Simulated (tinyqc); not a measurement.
One-diode model of a solar cell: two steps of the calculation.

J is the current delivered and Vj = V + J Rs the junction voltage. J = X JL - J01 (exp(Vj/(n1 Vt)) - 1) - Vj/Rp. The photocurrent does not depend on voltage.

Inputs (values chosen for the exercise); values of the order met in cells of silicon:
```
symbol,value,unit,meaning
T,348,K,temperature
JL,34.9,mA/cm^2,photocurrent at one sun
X,1,suns,concentration
J01,5e-6,A/cm^2,saturation current of the diode
n1,1.62,,ideality factor of the diode
Rs,0,ohm cm^2,series resistance
Rp,5000,ohm cm^2,shunt resistance
Pin,100,mW/cm^2,incident power at one sun
```

Constants: q = 1.602176634e-19 C, kB = 1.380649e-23 J/K, Vt = kB T/q. Results are converted to the units shown.

Task 1. New Vj. Open circuit: J(Vj) = 0. G = -dJ/dVj = J01 exp(Vj/(n1 Vt))/(n1 Vt) + 1/Rp. Vj(new) = Vj + J/G.

Vj at the start = 0.39 V

Give: J; G; Vj after iteration 1.

Result 1.

J = 19.502 mA/cm^2
G = 0.31566 S/cm^2
Vj after iteration 1 = 0.45178 V

Task 2. Figures of merit. Jsc at V = 0, Voc at J = 0, the maximum power point where J (1 + 2 Rs G) = G Vj with G = -dJ/dVj; FF = Vmp Jmp/(Voc Jsc); efficiency Vmp Jmp/(X Pin). Empirical fill factor without parasitics FF0 = (v - ln(v + 0.72))/(v + 1), v = Voc/(n1 Vt).

Give: Jsc; Voc; Vmp; Jmp; FF; efficiency; FF0.

Result 2.

Jsc = 34.900 mA/cm^2
Voc = 0.42987 V
Vmp = 0.33005 V
Jmp = 30.377 mA/cm^2
FF = 0.66830
efficiency = 10.026 %
FF0 = 0.66914

FF is 0.13 % below FF0. Removing one loss at a time changes the efficiency by: shunt +0.02 points.

Numbers from tinyqc (`OMP_NUM_THREADS=1 python tinyqc.py 2280111 2280112 out.jsonl`; about 0.01 s on one thread of a shared Intel Xeon 2.30GHz).
